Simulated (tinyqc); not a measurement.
Inside a calculation. Method: Hueckel theory of the pi electrons, for the molecule C=CC=CC=CC(=C)Cl (SMILES; centres numbered as the heavy atoms are written). One step of it, computed by the program tinyqc.

Problem. Energy, charges, bond orders. E = sum n x; q_r = z_r - P_rr; bond order p = P_rs; free valence = sqrt(3) - sum of p over the bonds of the atom.

x values: 2.156648  1.835896  1.472662  0.973097  0.344740  -0.349045  -1.008743  -1.541928  -1.883327

occupations: 2.000000  2.000000  2.000000  2.000000  2.000000  0.000000  0.000000  0.000000  0.000000

charge and bond-order matrix P, lower triangle:
```
            1C         2C         3C         4C         5C         6C        7C         8C
1C    0.999527
2C    0.862133   1.000087
3C    0.000559   0.494750   0.999315
4C   -0.367383  -0.000213   0.758282   1.000540
5C   -0.000772  -0.103851   0.001012   0.528381   0.998295
6C    0.263533   0.000453  -0.333752  -0.001233   0.759173   1.003251
7C    0.001225   0.033632  -0.001792  -0.102960   0.003724   0.490639  0.988238
8C   -0.228680   0.001225   0.262312  -0.003017  -0.365272   0.006741  0.855911   1.025638
9Cl  -0.003051  -0.005612   0.005279   0.015454  -0.015556  -0.045075  0.121661  -0.110352

          9Cl
9Cl  1.985109
```

Centres:
```
centre  z_r, pi electrons of the neutral centre         h
1C                                            1  0.000000
2C                                            1  0.000000
3C                                            1  0.000000
4C                                            1  0.000000
5C                                            1  0.000000
6C                                            1  0.000000
7C                                            1  0.000000
8C                                            1  0.000000
9Cl                                           2  2.000000
```

Bonds:
```
i  j         k
1  2         1
2  3         1
3  4         1
4  5         1
5  6         1
6  7         1
7  8         1
7  9  0.400000
```

Give: pi energy = 10 alpha + this times beta; pi charges; Bond orders and lengths from R = 1.517 - 0.180 p; free valence of the carbons; gap between the highest filled and the next level.

Solution.

pi energy = 10 alpha + this times beta = 13.566

pi charges: 1C 0.000, 2C 0.000, 3C 0.001, 4C -0.001, 5C 0.002, 6C -0.003, 7C 0.012, 8C -0.026, 9Cl 0.015

Bond orders and lengths from R = 1.517 - 0.180 p (angstrom, C-C alone):
```
bond      p      R
1-2   0.862  1.362
2-3   0.495  1.428
3-4   0.758  1.381
4-5   0.528  1.422
5-6   0.759  1.380
6-7   0.491  1.429
7-8   0.856  1.363
7-9   0.122      -
```

free valence of the carbons: 1C 0.870, 2C 0.375, 3C 0.479, 4C 0.445, 5C 0.444, 6C 0.482, 7C 0.264, 8C 0.876

gap between the highest filled and the next level = 0.694 |beta|
